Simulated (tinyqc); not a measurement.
## Ideality, saturation current and resistance from three points

Problem. Well above the saturation current a diode obeys V = n Vt ln(I/I0) + I Rs. Find n, Rs and I0.

Inputs (values chosen for the exercise):
```
symbol,value,unit,meaning
T,250,K,temperature
```

Constants: q = 1.602176634e-19 C, kB = 1.380649e-23 J/K, Vt = kB T/q. Results are converted to the units shown.

currents (A): [3e-6, 0.0002, 0.01]
voltages (V): [0.40460259, 0.54306185, 0.67357521]

Answer. V is linear in the three unknowns n Vt, Rs and -n Vt ln I0, so three points give a linear system.

n = 1.53
Rs = 0.160 ohm
I0 = 1.40e-11 A

Numbers from tinyqc (`OMP_NUM_THREADS=1 python tinyqc.py 2260104 2260105 out.jsonl`; about 0.01 s on one thread of a shared Intel Xeon 2.30GHz).
